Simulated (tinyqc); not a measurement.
Convergence with the mesh: Wannier function of the lower band of a two-orbital chain.

H(k) = [[-d/2 - 2 ta cos k, -t1 - t2 exp(-ik)], [-t1 - t2 exp(ik), d/2 - 2 tb cos k]], k in 1/a, Bloch sums with exp(ikR) and without the positions inside the cell. Mesh k_j = 2 pi j/N. Projection gauge: each lower eigenvector u is multiplied by the phase that makes <trial|u> real and positive (the one-band case of Loewdin orthogonalisation). Wannier amplitudes w(R) = (1/N) sum_k exp(ikR) u(k); hoppings H(R) = (1/N) sum_k exp(-ikR) E(k).

Values chosen for the exercise: d = -0.5 eV (A at -d/2, B at +d/2); t1 = 2.18 eV (A-B in the cell); t2 = 1.14 eV (B to A of the next cell); ta = 0.38 eV (A-A between cells); tb = -0.01 eV (B-B between cells); xb = 0.33 a (position of B (A at 0)); th = 45 degrees (trial orbital cos(th) A + sin(th) B in cell 0).

Centre and Omega_I from overlaps M_j = u_j^+ diag(1, exp(-i b xb)) u_(j+1), b = 2 pi/N: centre -(1/2 pi) sum arg M, Omega_I = (1/(N b^2)) sum (1 - |M|^2). Largest error of the Fourier interpolation on 41 points from 0 to pi.

Mesh:
```
N   centre (a)  Omega_I (a^2)  H(1) (eV)  largest error (meV)
3      0.21155        0.04743   -0.64588              258.290
4      0.22179        0.05069   -0.71045               48.625
6      0.22624        0.06013   -0.69898               12.300
8      0.22811        0.06448   -0.69798                4.335
12     0.22953        0.06790   -0.69785                0.547
16     0.23003        0.06916   -0.69784                0.072
24     0.23040        0.07009   -0.69784                0.002
```

The interpolation error falls exponentially, from 48.6 meV at N = 4 to 0.547 at N = 12, because the hoppings decay exponentially for an isolated band (smallest gap 2.44 eV). Omega_I carries a finite-difference error and converges as a power: against the value 0.07086 on 400 points it is off by -0.00295 at N = 12 and -0.00077 at N = 24, an exponent of 1.94, near the limit 2.

Program tinyqc; command `OMP_NUM_THREADS=1 python tinyqc.py 1482092 1482093 out.jsonl`; about 0.1 s on one thread of a shared Intel(R) Xeon(R) Processor @ 2.30GHz.
